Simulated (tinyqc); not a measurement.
## Gate voltage from the surface potential

Problem. At the source end, Vgs + Vsb - Vfb - psi = gamma sqrt(G), G = psi - Vt + Vt exp((psi - 2 phiF - Vsb)/Vt), and the voltage over the insulator is gamma sqrt(G). Find that voltage and Vgs.

Values chosen for this exercise: temperature T = 293 K; flat-band voltage Vfb = -2.02 V; source-body reverse bias Vsb = 0 V.

Constants: q = 1.602176634e-19 C, kB = 1.380649e-23 J/K, Vt = kB T/q. Results are converted to the units shown.

psi = 3.0089276 V
phiF = 1.5593275 V
gamma = 0.18586735 V^0.5

Answer. In this direction the relation is explicit: no iteration is needed.

voltage over the insulator = 0.3211 V
Vgs = 1.310 V

Numbers from tinyqc (`OMP_NUM_THREADS=1 python tinyqc.py 2360043 2360044 out.jsonl`; about 0.06 s on one thread of a shared Intel Xeon 2.30GHz).
